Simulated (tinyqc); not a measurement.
Gate-all-around wire, scale length and short-channel effects: effect of the wire diameter.

A round wire of diameter ts in an insulator shell of thickness ti under a surrounding gate. Below threshold the potential that source and drain add obeys Laplace's equation and vanishes on the gate. Its lowest mode decays along the channel as exp(-k y); k is the smallest positive root of the matching condition at the interface, and the scale length is Lambda = pi/k.

k is the smallest positive root of f(k) = ei J0(u)[J1(u) Y0(v) - Y1(u) J0(v)] - eps_r J1(u)[J0(u) Y0(v) - Y0(u) J0(v)], u = k ts/2, v = u + k ti. Along the channel psi(y) = s + a exp(y/l) + b exp(-y/l) with psi(0) = Vbi, psi(L) = Vbi + Vds and l = 1/k = Lambda/pi; with A = Vbi - s, B = A + Vds, x = exp(-L/l): a = (B - A x) x/(1 - x^2), b = (A - B x)/(1 - x^2). The minimum is s + 2 sqrt(a b), at y = (l/2) ln(b/a). The long-channel potential follows the gate as s = sT + (Vg - VTL)/m, and the threshold VT is the gate voltage at which the minimum equals sT. Swing = m Vt ln 10/g at threshold, g = d(minimum)/ds = 1 - (b x + a)/((1 + x) sqrt(a b)). DIBL = [VT(0.05 V) - VT(Vds)]/(Vds - 0.05 V). sT and Vbi are held fixed; m = 1.

Inputs (values chosen for the exercise); permittivities: semiconductor made up, insulator close to that of zirconium oxide: temperature T = 250 K; relative permittivity of the semiconductor eps_r = 14; relative permittivity of the insulator ei = 25.7; insulator thickness ti = 11 nm; channel length L = 32 nm; potential of the source Vbi = 0.86 V; potential of the barrier top at threshold sT = 0.71 V; drain voltage Vds = 1 V.

Constants: q = 1.602176634e-19 C, kB = 1.380649e-23 J/K, Vt = kB T/q. Results are converted to the units shown.

Effect of the wire diameter:
```
ts (nm)	Lambda (nm)	L/Lambda	VT - VTL at Vds (mV)	DIBL (mV/V)	swing (mV/decade)
5.5	17.41	1.838	-54.90	34.96	58.97
6.8	18.04	1.774	-61.70	39.41	60.04
8.5	18.82	1.700	-70.91	45.47	61.47
11	19.95	1.604	-85.28	54.99	63.66
13	20.85	1.535	-97.67	63.25	65.51
16	22.22	1.440	-118.1	76.97	68.50
21	24.60	1.301	-158.4	104.2	74.21
```

What does the table show?

As ts goes from 5.5 to 21 nm, Lambda rises from 17.4 to 24.6 nm, DIBL rises from 35.0 to 104 mV/V and the swing rises from 59.0 to 74.2 mV a decade. On average Lambda goes as ts^(0.26). For ts = 16 to 21 nm L is under 1.5 Lambda, where higher modes, left out of the one-mode potential, count.

Computed by the program tinyqc: `OMP_NUM_THREADS=1 python tinyqc.py 2420165 2420166 out.jsonl`, one thread of a shared Intel Xeon 2.30GHz, about 0.01 s for the whole run.
